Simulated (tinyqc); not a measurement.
## Series resistance and mobility from two gate lengths

Question. At small Vds the total resistance times width is 2 Rs + L/(mu Q), with the same mu and Q at both lengths. Find mu and Rs.

total resistance at L = 20 and 80 nm (ohm um): 226.13264  484.53058
Q = 0.54 uC/cm^2

Answer. The slope against L is 1/(mu Q), and the intercept at L = 0 is 2 Rs.

mu = 430 cm^2/(V s)
Rs = 70.0 ohm um

tinyqc, about 0.01 s, one thread, Intel Xeon 2.30GHz (shared host): `OMP_NUM_THREADS=1 python tinyqc.py 2380064 2380065 out.jsonl`
